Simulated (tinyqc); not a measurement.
Valley-orbit splitting of a donor ground state, with strain: one step, computed by the program tinyqc. Command: `OMP_NUM_THREADS=1 python tinyqc.py 3015942 3015943 out.jsonl valleyorbit walk`. One thread of a shared host (Intel(R) Xeon(R) Processor @ 2.30GHz), about 0.01 s of CPU time with the checks.

The basis is the 1s envelope in each valley; energies are counted from the unstrained conduction-band edge. The strain is e_s (a a^T - 1/3) for the unit stress axis a, so valley j along n_j moves by Xi_u e_s w_j with w_j = (n_j.a)^2 - 1/3: -1/3 for x and y, +2/3 for z.

Task: Levels and ground state under strain. Diagonalise H; the ground vector has positive components. The density at the nucleus, and so the contact hyperfine coupling, scales as (sum_j c_j)^2/(number of valleys), which is 1 without strain; the envelopes are held fixed.

Valleys: six along <100>. Stress axis: [001].

H (meV):
```
           +x         -x         +y         -y         +z         -z
+x  -28.65977   -0.91400   -2.28000   -2.28000   -2.28000   -2.28000
-x   -0.91400  -28.65977   -2.28000   -2.28000   -2.28000   -2.28000
+y   -2.28000   -2.28000  -28.65977   -0.91400   -2.28000   -2.28000
-y   -2.28000   -2.28000   -0.91400  -28.65977   -2.28000   -2.28000
+z   -2.28000   -2.28000   -2.28000   -2.28000  -32.05047   -0.91400
-z   -2.28000   -2.28000   -2.28000   -2.28000   -0.91400  -32.05047
```

Give: levels; valley amplitudes of the ground state; hyperfine ratio A/A_0.

Result:

levels (meV): -40.024  -31.136  -27.746  -27.746  -27.074  -25.014

valley amplitudes of the ground state: +x 0.36917, -x 0.36917, +y 0.36917, -y 0.36917, +z 0.47689, -z 0.47689

hyperfine ratio A/A_0 = 0.98453
